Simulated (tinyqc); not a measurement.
Inside a calculation. Method: CIS and TDHF on RHF in the 3-21g basis, for H3+, spin multiplicity 1. One step of it, computed by the program tinyqc.

Problem. CIS singlet states. Diagonalise A (1 hartree = 27.211386 eV); each vector has its largest component positive (the first on a tie). The transition dipole is mu = sqrt2 sum c_ia <i|r|a>.

CIS matrix A, singlet (hartree), lower triangle:
```
           1>2        1>3        1>4       1>5       1>6
1>2   0.507913
1>3  -0.000002   0.728423
1>4   0.000018  -0.020723   1.333180
1>5  -0.009161  -0.000014  -0.000005  1.453930
1>6  -0.000008   0.005941   0.004219  0.000003  1.698150
```

dipole integrals <i|r|a> (bohr):
```
            x          y          z
1>2  0.000000   0.612840  -1.013241
1>3  0.000000  -0.627101  -0.379448
1>4  0.000000  -0.143504  -0.086748
1>5  0.000000  -0.005283   0.008684
1>6  0.000000   0.007805   0.004814
```

Give: singlet excitation energies; lowest vectors; oscillator strengths 2/3 w |mu|^2.

Solution.

singlet excitation energies (eV): 13.8186  19.8011  36.2958  39.5659  46.2113

lowest vectors:
```
     state 1  state 2  state 3  state 4  state 5
1>2   1.0000   0.0000   0.0000  -0.0097   0.0000
1>3   0.0000   0.9994  -0.0343   0.0000   0.0059
1>4   0.0000   0.0342   0.9994   0.0000   0.0112
1>5   0.0097   0.0000   0.0000   1.0000   0.0000
1>6   0.0000  -0.0063  -0.0110   0.0000   0.9999
```

oscillator strengths 2/3 w |mu|^2: 0.9492  0.5289  0.0361  0.0009  0.0000
